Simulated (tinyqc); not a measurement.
Elastic strain and critical thickness of a cubic alloy layer A(1-x)B(x) on a thick substrate. Changing the fraction x of B. Computed by tinyqc, a small Python program. Command: `OMP_NUM_THREADS=1 python tinyqc.py 3010182 3010183 out.jsonl misfit sweep`. One thread of a shared host (Intel(R) Xeon(R) Processor @ 2.30GHz), about 0.01 s of CPU time with the checks.

Strain is positive in tension. The layer is coherent with the substrate unless said otherwise.

Inputs (values chosen for the exercise, modelled on Ga(1-x)In(x)As on InP):
```
quantity                           value      unit
lattice constant a_A               5.653  angstrom
lattice constant a_B               6.058  angstrom
substrate lattice constant a_S     5.869  angstrom
layer thickness h                    220        nm
X-ray wavelength                1.540593  angstrom
start of the iteration h0/b          100         -
```

Growth plane: (111). Layer: buried under a thick cap. Misfit dislocation: edge.

C11, C12, C44 of A (GPa): 120.3  53.34  59.49

C11, C12, C44 of B (GPa): 83.27  45.17  39.84

Method:
- a = (1 - x) a_A + x a_B, the same rule for each C_ij; misfit f = (a_S - a)/a, the in-plane strain of the coherent layer.
- (111): D = 2 (C11 + 2 C12 - 2 C44)/(C11 + 2 C12 + 4 C44), M = 6 C44 (C11 + 2 C12)/(C11 + 2 C12 + 4 C44). The free surface carries no normal stress, so e_perp = -D f; dV/V = 2 f + e_perp; stress = M f; energy per area = M f^2 h (1 GPa nm = 1 J/m^2).
- Reflection 111: d = a_perp/sqrt(3), with a_perp = a (1 + e_perp) for the coherent layer, a for the relaxed layer and a_S for the substrate; sin(theta) = lambda/(2 d).
- Voigt averages: G = (C11 - C12 + 3 C44)/5, B = (C11 + 2 C12)/3, nu = (3 B - 2 G)/(2 (3 B + G)); b = a/sqrt(2). Edge dislocation with b in the interface: cos alpha = 0, cos lambda = 1.
- Matthews-Blakeslee: h_c = A [ln(h_c/b) + 1], A = b (1 - nu cos^2 alpha)/(4 pi |f| (1 + nu) cos lambda), the factor 4 pi being that of a buried layer, with a dislocation at both interfaces.
- Start at h0, put the right side back in, and stop when the change is below 1e-9 h or h turns negative.

One run for each value; columns: (1) fraction x of B; (2) misfit f; (3) in-plane stress (GPa); (4) critical thickness h_c (Matthews-Blakeslee) (nm); (5) peak separation of the coherent layer (arcsec); (6) biaxial modulus M (GPa):
```
(1)        (2)     (3)    (4)    (5)    (6)
0.04   0.03524   6.072   1.86   2536  172.3
0.13   0.02863   4.806   2.59   2063  167.9
0.22   0.02210   3.612   3.82   1595  163.4
0.32   0.01494   2.368   6.64   1080  158.5
0.41   0.00858   1.322  13.83    622  154.1
0.50   0.00231   0.345  70.19    167  149.6
0.59  -0.00390  -0.565  37.37   -284  145.1
0.68  -0.01002  -1.409  11.41   -731  140.7
0.78  -0.01674  -2.271   5.76  -1226  135.7
0.87  -0.02270  -2.978   3.74  -1669  131.2
0.96  -0.02860  -3.622   2.65  -2110  126.6
```

What does the table show, and why?

Over the rows, misfit f falls from 0.0352 to -0.0286; in-plane stress (GPa) falls from 6.07 to -3.62; critical thickness h_c (Matthews-Blakeslee) (nm) goes from 1.86 through a maximum among these rows, 70.2 at 0.500, to 2.65. The misfit changes sign between x = 0.50 and 0.59, where the layer is lattice matched and h_c grows without bound.

Caution (rows 0.0400, 0.130, 0.220, 0.870, 0.960): above about 2 % misfit, linear elasticity is rough and compressed layers tend to form islands before dislocations. Caution (all rows): an edge dislocation with b in the interface cannot reach it by glide, so the force balance is formal for it. Caution (rows 0.0400, 0.130, 0.960): a critical thickness of a few Burgers vectors is outside continuum elasticity and hangs on the core term.

Extremes, crossings and ranges named in words are read from the listed rows.
